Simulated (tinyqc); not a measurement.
Weibull analysis of times to dielectric breakdown, with area scaling: two steps of the calculation.

Breakdown times follow F(t) = 1 - exp(-(t/t63)^beta). The 8 times below were drawn at random from beta = 2.9, t63 = 1300 s and are treated as data; all samples failed.

Inputs (values chosen for the exercise): area of a test capacitor A1 = 4.5 um^2; gate area of the product A2 = 6.6e5 um^2; allowed share of failed products Fp = 0.0001; Weibull slope beta = 2.9.

Problem 1. Likelihood estimate of beta. Maximum likelihood: a(beta) = 1/beta with a = sum t^beta ln t/sum t^beta - mean ln t. Newton step: beta(new) = beta - [a - 1/beta]/[v + 1/beta^2], v the variance of ln t under the weights t^beta.

| i | t (s) |
|---|---|
| 1 | 245 |
| 2 | 750 |
| 3 | 802 |
| 4 | 1210 |
| 5 | 1270 |
| 6 | 1360 |
| 7 | 1440 |
| 8 | 1480 |

beta after iteration 1 = 2.4718737

Wanted: beta after iteration 2.

Solution 1.

beta after iteration 2 = 2.9436

Problem 2. Scale parameter and projection to the product. t63 = (mean of t^beta)^(1/beta). Defects are spread at random, so -ln(1 - F) is proportional to the area: t63(A2) = t63 (A1/A2)^(1/beta), and the time to the share Fp is t63(A2) (-ln(1 - Fp))^(1/beta).

| i | t (s) |
|---|---|
| 1 | 245 |
| 2 | 750 |
| 3 | 802 |
| 4 | 1210 |
| 5 | 1270 |
| 6 | 1360 |
| 7 | 1440 |
| 8 | 1480 |

converged beta = 3.0479640

Find: t63; t63 of the product; time to Fp; decades lost against t63.

Solution 2.

t63 = 1192.9 s
t63 of the product = 24.076 s
time to Fp = 1.1729 s
decades lost against t63 = 3.0074

The straight-line values give 0.00408 s for the time to Fp and the values that made the data 0.898 s: with 8 samples beta is uncertain by about 0.78/sqrt(n) = 28 %, and the projection hangs on 1/beta.

Numbers from tinyqc (`OMP_NUM_THREADS=1 python tinyqc.py 2070147 2070148 out.jsonl`; about 0.01 s on one thread of a shared Intel Xeon 2.30GHz).
